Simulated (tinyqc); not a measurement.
Inside a calculation. Method: sp3 tight binding, zinc-blende lattice. One step of it, computed by the program tinyqc.

Question. Levels at G. Diagonalise the Hermitian matrix.

H(k) at G (eV), order a s, a px, a py, a pz, c s, c px, c py, c pz:
$$\begin{pmatrix}
-15.490000 & 0.000000 & 0.000000 & 0.000000 & -12.280980 & 0.000000 & 0.000000 & 0.000000 \\
0.000000 & -7.760000 & 0.000000 & 0.000000 & 0.000000 & 2.977207 & 0.000000 & 0.000000 \\
0.000000 & 0.000000 & -7.760000 & 0.000000 & 0.000000 & 0.000000 & 2.977207 & 0.000000 \\
0.000000 & 0.000000 & 0.000000 & -7.760000 & 0.000000 & 0.000000 & 0.000000 & 2.977207 \\
-12.280980 & 0.000000 & 0.000000 & 0.000000 & -15.490000 & 0.000000 & 0.000000 & 0.000000 \\
0.000000 & 2.977207 & 0.000000 & 0.000000 & 0.000000 & -7.760000 & 0.000000 & 0.000000 \\
0.000000 & 0.000000 & 2.977207 & 0.000000 & 0.000000 & 0.000000 & -7.760000 & 0.000000 \\
0.000000 & 0.000000 & 0.000000 & 2.977207 & 0.000000 & 0.000000 & 0.000000 & -7.760000
\end{pmatrix}$$

Give: eigenvalues.

Answer.

eigenvalues (eV): [-27.771, -10.737, -10.737, -10.737, -4.783, -4.783, -4.783, -3.209]
